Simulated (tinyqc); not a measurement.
# Off-state leakage of single and stacked transistors: what changes with what

n-channel devices of unit width. Subthreshold current I(Vg, Vs, Vd) = I0 (T/300 K)^0.5 exp[(Vg - Vs - VT(T) - gb (Vs - Vb) + dd (Vd - Vs))/(nf Vt)] (1 - exp(-(Vd - Vs)/Vt)), VT(T) = VT - cT (T - 300 K). Gate-edge tunnelling Ig (Vd/1 V) exp(ag (Vd - 1 V)), for a gate at 0 V, and band-to-band leakage Ab u exp(-Bb/u), u = Vd - Vb + 1 V, flow at a drain held at V; both are taken as independent of T. In a stack of off transistors (all gates at 0 V) the same subthreshold current passes through each.

Values chosen for this exercise; values of the order met in bulk silicon logic transistors: temperature T = 300 K; supply voltage V = 1.1 V; threshold at 300 K, zero drain and body bias VT = 0.28 V; fall of the threshold with temperature cT = 0.9 mV/K; current at threshold at 300 K I0 = 0.66 uA/um; slope factor nf = 1.28; drain-induced lowering per volt dd = 0.05; rise of the threshold per volt of source-body bias gb = 0.08; gate-edge tunnelling current at 1 V Ig = 2e-5 uA/um; exponential slope of the gate current ag = 5.7 1/V; prefactor of band-to-band leakage at the drain Ab = 80 uA/(um V); its exponential voltage Bb = 20 V; body voltage Vb = -0.6 V.

Constants: q = 1.602176634e-19 C, kB = 1.380649e-23 J/K, Vt = kB T/q. Results are converted to the units shown.

Each table varies one quantity; the others keep the values above.

## Subthreshold current against the height of the stack

All n gates at 0 V, bottom source at 0 V, top drain at V; node voltages follow from equal currents.

Subthreshold current against the height of the stack:

| n | I (nA/um) | reduction factor | drain voltage of the bottom device (mV) | source voltage of the top device (mV) | voltage across the top device (V) |
|---|---|---|---|---|---|
| 1 | 0.17242 | 1.0000 | 1100.0 | 0 | 1.1000 |
| 2 | 0.030382 | 5.6749 | 50.838 | 50.838 | 1.0492 |
| 3 | 0.016826 | 10.247 | 17.949 | 68.142 | 1.0319 |
| 4 | 0.011667 | 14.777 | 11.164 | 78.864 | 1.0211 |
| 5 | 0.0089393 | 19.287 | 8.1331 | 86.663 | 1.0133 |
| 6 | 0.0072490 | 23.785 | 6.4051 | 92.801 | 1.0072 |

The second transistor cuts the current by a factor of 5.67, the third by a further 1.81 and the sixth by 1.23. The top device keeps 91.6 % of the supply at n = 6, while the drain voltage of the bottom one falls to 0.248 Vt.

## Leakage components against the supply voltage

Same model as above.

One transistor with Vg = Vs = 0, Vd = V; stack factor I(one)/I(two in series).

Results:

| V (V) | subthreshold (nA/um) | gate edge (nA/um) | band-to-band (nA/um) | total (nA/um) | stack factor | largest part |
|---|---|---|---|---|---|---|
| 0.5 | 0.069638 | 5.7844e-4 | 12.279 | 12.349 | 2.8990 | band-to-band |
| 0.6 | 0.080996 | 0.0012274 | 19.833 | 19.915 | 3.2081 | band-to-band |
| 0.7 | 0.094208 | 0.0025321 | 30.785 | 30.882 | 3.5669 | band-to-band |
| 0.8 | 0.10957 | 0.0051171 | 46.151 | 46.266 | 3.9832 | band-to-band |
| 0.9 | 0.12745 | 0.010179 | 67.093 | 67.230 | 4.4660 | band-to-band |
| 1 | 0.14824 | 0.020000 | 94.915 | 95.084 | 5.0259 | band-to-band |
| 1.2 | 0.20054 | 0.075042 | 177.07 | 177.35 | 6.4268 | band-to-band |
| 1.3 | 0.23325 | 0.14375 | 234.61 | 234.99 | 7.2978 | band-to-band |
| 1.4 | 0.27130 | 0.27375 | 305.43 | 305.98 | 8.3064 | band-to-band |

Estimate the missing row, V = 1.1 V.

Computed row:

| V (V) | subthreshold (nA/um) | gate edge (nA/um) | band-to-band (nA/um) | total (nA/um) | stack factor | largest part |
|---|---|---|---|---|---|---|
| 1.1 | 0.17242 | 0.038902 | 131.06 | 131.27 | 5.6749 | band-to-band |

With this row back in the table: As V goes from 0.5 to 1.4, the total leakage rises from 12.3 to 306 nA/um. The band-to-band part leads at V = 0.5 and in all other rows. The reduction by a stack of two rises from 2.90 to 8.31, for the subthreshold part alone.

Program tinyqc, `OMP_NUM_THREADS=1 python tinyqc.py 2242261 2242262 out.jsonl`; Intel Xeon 2.30GHz, shared host, one thread, about 0.04 s.
